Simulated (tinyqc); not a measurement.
Lateral field, substrate current, probability of reaching the oxide barrier and hot-carrier lifetime of a silicon transistor (pseudo-two-dimensional and lucky-electron models). Changing the junction depth x_j. Computed by tinyqc, a small Python program. Command: `OMP_NUM_THREADS=1 python tinyqc.py 3019837 3019838 out.jsonl hotcar sweep`. One thread of a shared host (Intel(R) Xeon(R) Processor @ 2.30GHz), about 0.01 s of CPU time with the checks.

Local-field models: a lucky carrier gains its energy at the peak field over a path free of collisions. Voltages are magnitudes.

Inputs (values chosen for the exercise, modelled on a silicon n-channel):
```
quantity                              value                      unit
channel length L                        650                        nm
oxide thickness t                        12                        nm
mobility mu                             340                cm^2/(V s)
saturation velocity v_s                0.91                  1e7 cm/s
threshold voltage V_T                  0.78                         V
gate voltage V_G                        2.5                         V
drain voltage V_D                       6.2                         V
ionisation prefactor A_i              2e+06                      1/cm
ionisation field B_i                   1.63                     MV/cm
hot-carrier mean free path lambda         7                        nm
oxide barrier phi_b                     3.1                        eV
interface-trap threshold phi_it         3.7                        eV
lifetime constant H                      30  s microampere/micrometre
length of the depleted extension L_n     61                        nm
```

Drain: lightly doped extension.

Constants: eps_0 = 8.8541878128e-12 F/m.

Method:
- C_ox = 3.9 eps_0/t; F_sat = 2 v_s/mu; V_Dsat = V_ov F_sat L/(V_ov + F_sat L), V_ov = V_G - V_T; I_D/W = C_ox v_s (V_ov - V_Dsat).
- Scale length l = 0.22 t^(1/3) x_j^(1/2) (all in cm); F_m = sqrt(((V_D - V_Dsat)/l_e)^2 + F_sat^2), with l_e = l + L_n; length of the velocity-saturated region l_e ln((V_D - V_Dsat)/(l_e F_sat) + F_m/F_sat).
- Substrate current I_sub/I_D = (A_i/B_i)(V_D - V_Dsat) exp(-B_i/F_m); probability of reaching the oxide barrier exp(-phi_b/(e lambda F_m)); lifetime tau = (H/(I_D/W)) exp(phi_it/(e lambda F_m)).

One run for each value; columns: (1) junction depth x_j (nm); (2) peak field F_m (kV/cm); (3) substrate current I_sub/W (microampere/micrometre); (4) lifetime tau (s); (5) scale length l (nm):
```
(1)     (2)     (3)         (4)     (5)
52   444.92  23.667  2.9069e+04   53.31
75   407.37  16.885  8.6893e+04   64.02
110  368.36  11.052  3.4339e+05   77.54
150  337.44   7.368  1.2787e+06   90.54
220  300.66   4.081  8.6881e+06  109.65
310  269.49   2.180  6.6411e+07  130.17
440  239.72   1.029  7.5841e+08  155.08
630  211.66   0.418  1.4112e+10  185.56
```

Over the rows, peak field F_m (kV/cm) falls from 445 to 212 (exponent d ln y / d ln x -0.24 between the first rows and -0.35 between the last); substrate current I_sub/W (microampere/micrometre) falls from 23.7 to 0.418 (exponent d ln y / d ln x -0.92 between the first rows and -2.5 between the last); lifetime tau (s) rises from 29100 to 1.41e10 (exponent d ln y / d ln x 3.0 between the first rows and 8.1 between the last).

Caution (all rows): the empirical formula for l was fitted to oxides of about 15 nm or more; for thinner ones it is an extrapolation. Caution (rows 52.0, 75.0): multiplication above 10 % feeds back on the field and the source barrier (snapback), which the model leaves out. Caution (rows 220, 310, 440, 630): the saturated region fills most of the channel, so the split into two regions is rough.

Extremes, crossings and ranges named in words are read from the listed rows.
